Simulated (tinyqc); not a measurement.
Complex band structure along [001] in sp3s* tight binding: one step. The px, py block. Three cases, with inputs chosen for the exercise.

Problem. For px and py the determinant gives (E - Epa)(E - Epc) = Vxx^2 cos^2(phi) + Vxy^2 sin^2(phi). With phi = i kappa a/4 this is sinh^2(kappa a/4) = ((E - Epa)(E - Epc) - Vxx^2)/(Vxx^2 - Vxy^2), E = Ev + dE. Parameters in the order Esa, Epa, Esc, Epc, Exa, Exc, Vss, Vxx, Vxy, Vsapc, Vscpa, Vxapc, Vpaxc.

For k = (0, 0, kz) the phase sums are g0 = cos(phi) and g3 = i sin(phi), phi = kz a/4, and the s, pz, s* orbitals of anion (a) and cation (c) decouple from px, py. With z = exp(i phi), H(z) = H0 + z T + T^T/z for any complex z. H0 is diagonal (Esa, Epa, Exa, Esc, Epc, Exc). The anion-cation block is B(z) = z U + W/z and the cation-anion block z W^T + U^T/z, where U has Vss/2 (s,s), Vsapc/2 (s,z), -Vscpa/2 (z,s), Vxx/2 (z,z), Vxapc/2 (s*,z), -Vpaxc/2 (z,s*), and W has the same values with the s-z and s*-z signs reversed. |z| = 1 is a band state, |z| < 1 decays along [001] as exp(-kappa d) over a distance d, kappa = -(4/a) ln|z|. No spin-orbit coupling.

Case 1.

Values chosen (out of a larger set: near a published set for GaSb, fitted to gaps, whose masses and valley positions are rough (light masses up to twice too heavy); not measured data): p = (-7.316, 0.848, -3.927, 2.895, 6.669, 6.051, -6.174, 1.563, 4.102, 4.937, 4.673, 5.045, 4.254) eV (order Esa, Epa, Esc, Epc, Exa, Exc, Vss, Vxx, Vxy, Vsapc, Vscpa, Vxapc, Vpaxc); dE = 0.34 eV (E - Ev); a = 6.091 angstrom (lattice constant).

Ev = 0.003206 eV

Case 2.

Values chosen (out of a larger set: near a published set for GaSb, fitted to gaps, whose masses and valley positions are rough (light masses up to twice too heavy); not measured data): p = (-7.31, 0.863, -3.926, 2.894, 6.586, 6.03, -6.087, 1.571, 4.132, 4.945, 4.717, 4.946, 4.268) eV (order Esa, Epa, Esc, Epc, Exa, Exc, Vss, Vxx, Vxy, Vsapc, Vscpa, Vxapc, Vpaxc); dE = 0.45 eV (E - Ev); a = 6.096 angstrom (lattice constant).

Ev = 0.007863 eV

Case 3.

Values chosen (out of a larger set: near a published set for AlAs, fitted to gaps, whose masses and valley positions are rough (light masses up to twice too heavy); not measured data): p = (-7.531, 0.987, -1.167, 3.586, 7.49, 6.707, -6.642, 1.88, 4.287, 5.107, 5.517, 4.529, 5.001) eV (order Esa, Epa, Esc, Epc, Exa, Exc, Vss, Vxx, Vxy, Vsapc, Vscpa, Vxapc, Vpaxc); dE = 1.46 eV (E - Ev); a = 5.666 angstrom (lattice constant).

Ev = 0.001090 eV

Give: sinh^2(kappa a/4); kappa of the heavy-hole branch.

Solution.

Case 1.

sinh^2(kappa a/4) = 0.08029
kappa of the heavy-hole branch = 0.1837 1/angstrom

This branch decays faster than the slowest root of the s-pz block (0.0538), by a factor 3.42 in kappa.

Case 2.

sinh^2(kappa a/4) = 0.10141
kappa of the heavy-hole branch = 0.2056 1/angstrom

This branch decays faster than the slowest root of the s-pz block (0.0465), by a factor 4.42 in kappa.

Case 3.

sinh^2(kappa a/4) = 0.30597
kappa of the heavy-hole branch = 0.3729 1/angstrom

This branch decays faster than the slowest root of the s-pz block (0.1879), by a factor 1.98 in kappa.

Computed by tinyqc, one run a case: `OMP_NUM_THREADS=1 python tinyqc.py N N+1 out.jsonl` with N = 1482620, 1482794, 1482878; one thread of a shared Intel(R) Xeon(R) Processor @ 2.30GHz, about 0.02 s a run at most.
